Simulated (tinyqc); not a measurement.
Inside a calculation: carrier statistics of a doped semiconductor with parabolic bands. Values are carried at full precision from step to step, so a last printed digit may differ when a step is redone from the rounded ones.

Constants: kB = 8.617333262e-05 eV/K; hbar^2/2m0 = 3.80998211 eV angstrom^2.

Parameters, chosen for this exercise (near those of Ge; shifted at random, so the results belong to these values and not to a real crystal): Eg0 = 0.7423 eV (gap at 0 K); al = 0.00047 eV/K (Varshni alpha); be = 240 K (Varshni beta); T = 300 K; ml = 1.57 m0 (longitudinal electron mass); mt = 0.0812 m0 (transverse electron mass); Mv = 4 (equivalent valleys); mhh = 0.332 m0 (heavy-hole mass); mlh = 0.0426 m0 (light-hole mass); ND = 1.3e+17 1/cm^3 (donors); NA = 1.4e+16 1/cm^3 (acceptors); ED = 0.0118 eV (donor level below Ec); EA = 0.0113 eV (acceptor level above Ev).

## Gap and thermal energy

Eg(T) = Eg0 - al T^2/(T + be) (Varshni).

Eg = 0.66397 eV
kT = 0.025852 eV

The gap has shrunk by 78.3 meV from 0 K and is 25.7 kT wide.

## Effective densities of states

m_de = Mv^(2/3) (ml mt^2)^(1/3); m_dh = (mhh^(3/2) + mlh^(3/2))^(2/3); N = 2 (m kB T/(4 pi c))^(3/2) with c = hbar^2/2m0, in 1/angstrom^3; times 1e24 for 1/cm^3.

m_de = 0.5492 m0
m_dh = 0.3421 m0
Nc = 1.0213e+19 1/cm^3
Nv = 5.0211e+18 1/cm^3

The light holes supply 4.4 % of Nv, and Nc/Nv = 2.03.

## Intrinsic density and level

With Boltzmann statistics ni = sqrt(Nc Nv) exp(-Eg/2kT) and Ei = Eg/2 + (kT/2) ln(Nv/Nc), counted from Ev.

ni = 1.90e+13 1/cm^3
Ei = 0.3228 eV

Ei lies 9.2 meV below midgap, towards the band with the smaller density of states.

## Neutrality by bisection

Energies are counted from Ev, so Ec = Eg. n = Nc F_1/2((EF - Eg)/kT), p = Nv F_1/2(-EF/kT), ND+ = ND/(1 + 2 exp((EF - Eg + ED)/kT)), NA- = NA/(1 + 4 exp((EA - EF)/kT)); neutrality asks p + ND+ = n + NA-. F_j(eta) = (1/Gamma(j + 1)) integral_0^infinity x^j dx/(1 + exp(x - eta)), which tends to exp(eta) for eta << 0.

Start from the bracket [-0.2 eV, Eg + 0.2 eV]; at the midpoint EF take the sign of p + ND+ - n - NA-; where it is positive EF must rise. Fourteen steps are shown.

Bisection (eV, 1/cm^3):
```
step       low     high       EF         n         p       ND+       NA-  sign
1     -0.20000  0.86397  0.33198  2.70e+13  1.33e+13  1.30e+17  1.40e+16     +
2      0.33198  0.86397  0.59798  7.74e+17  4.52e+08  1.04e+17  1.40e+16     -
3      0.33198  0.59798  0.46498  4.64e+15  7.75e+10  1.30e+17  1.40e+16     +
4      0.46498  0.59798  0.53148  6.06e+16  5.92e+09  1.28e+17  1.40e+16     +
5      0.53148  0.59798  0.56473  2.18e+17  1.64e+09  1.22e+17  1.40e+16     -
6      0.53148  0.56473  0.54810  1.15e+17  3.11e+09  1.26e+17  1.40e+16     -
7      0.53148  0.54810  0.53979  8.35e+16  4.29e+09  1.27e+17  1.40e+16     +
8      0.53979  0.54810  0.54395  9.80e+16  3.66e+09  1.26e+17  1.40e+16     +
9      0.54395  0.54810  0.54602  1.06e+17  3.37e+09  1.26e+17  1.40e+16     +
10     0.54602  0.54810  0.54706  1.11e+17  3.24e+09  1.26e+17  1.40e+16     +
11     0.54706  0.54810  0.54758  1.13e+17  3.18e+09  1.26e+17  1.40e+16     -
12     0.54706  0.54758  0.54732  1.12e+17  3.21e+09  1.26e+17  1.40e+16     -
13     0.54706  0.54732  0.54719  1.11e+17  3.22e+09  1.26e+17  1.40e+16     +
14     0.54719  0.54732  0.54726  1.11e+17  3.22e+09  1.26e+17  1.40e+16     +
```

Each step halves the bracket, which is 0.130 meV wide at the last row.

## The neutral state

Solve the neutrality condition for EF to convergence.

EF = 0.5473 eV
n = 1.12e+17 1/cm^3
p = 3.21e+09 1/cm^3
ND+ = 1.26e+17 1/cm^3
NA- = 1.40e+16 1/cm^3

The material is n-type; 96.7 % of the donors are ionised. EF lies 4.51 kT inside the gap from the conduction edge, so Boltzmann statistics would serve; n p/(Nc Nv exp(-Eg/kT)) = 0.996.

## Checks

- F_1/2(1) by the trapezoid rule against adaptive quadrature: both 1.575641.
- Positive against negative charge at the solution (1/cm^3): both 1.25647e+17.

(tinyqc, `OMP_NUM_THREADS=1 python tinyqc.py 1681694 1681695 out.jsonl`, Intel(R) Xeon(R) Processor @ 2.30GHz, 1 thread, shared host, about 0.01 s.)
